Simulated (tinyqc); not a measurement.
X-ray reflectivity of a thin film on silicon: critical angles, Parratt recursion, fringes and roughness: one step, computed by the program tinyqc.

n = 1 - delta + i beta; the classical electron radius is r_e = 2.8179403e-6 nm. Layer 0 is vacuum, 1 the film, 2 the substrate.

Question. Reflectivity at one angle. k_j = (2 pi/lambda) sqrt(sin^2 theta - 2 delta_j + 2 i beta_j); r_ij = (k_i - k_j)/(k_i + k_j) x exp(-2 k_i k_j sigma^2) (Nevot-Croce); r = (r_01 + r_12 p)/(1 + r_01 r_12 p), p = exp(2 i k_1 d); R = |r|^2.

Inputs (values chosen for the exercise, modelled on ruthenium on silicon, copper K-alpha radiation): wavelength lambda = 0.15406 nm; film thickness d = 17 nm; roughness of the surface sigma_1 = 1 nm; roughness of the interface sigma_2 = 0.42 nm; grazing angle theta = 1.69 degrees.

Constants:
```
layer      rho_e (1/nm^3)         delta          beta  critical angle (degrees)  q_c (1/nm)
film             3131.694  3.333581e-05  2.700201e-06                 0.4678355   0.6660249
substrate         711.402  7.572626e-06  1.741704e-07                 0.2229774   0.3174375
```

Give: k_0, k_1, k_2; 1000 r_01; 1000 r_12; p; reflectivity R; q = 4 pi sin(theta)/lambda.

Answer.

k_0, k_1, k_2 (1/nm): [1.203, 1.156+0.004i, 1.192]

1000 r_01 = 1.235-0.116i

1000 r_12 = -9.555+0.988i

p = -0.0233+0.8759i

reflectivity R = 7.274e-05

q = 4 pi sin(theta)/lambda = 2.406 1/nm
